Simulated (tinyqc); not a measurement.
## Lifetime from the low-frequency admittance

Inverse problem. At low frequency a p+-n diode with a base of width wb has C_diff/G = (tau/2)(1 - 2 x/sinh 2x), x = wb/sqrt(Dp tau). Find tau, x and the limit of C_diff/G for infinite lifetime, wb^2/(3 Dp).

Values chosen for this exercise: hole diffusion coefficient Dp = 8.2 cm^2/s; width of the neutral base wb = 16 um.

G = 0.17038828 S/cm^2
C_diff = 0.012883152 uF/cm^2

Solution. The ratio rises steadily with tau from tau/2 (long base) towards wb^2/(3 Dp) (short base), so one lifetime matches as long as the ratio is below that limit.

tau = 4.00e-7 s
x = 0.883
limit of C_diff/G = 1.04e-7 s

Numbers from tinyqc (`OMP_NUM_THREADS=1 python tinyqc.py 2890131 2890132 out.jsonl`; about 0.01 s on one thread of a shared Intel Xeon 2.30GHz).
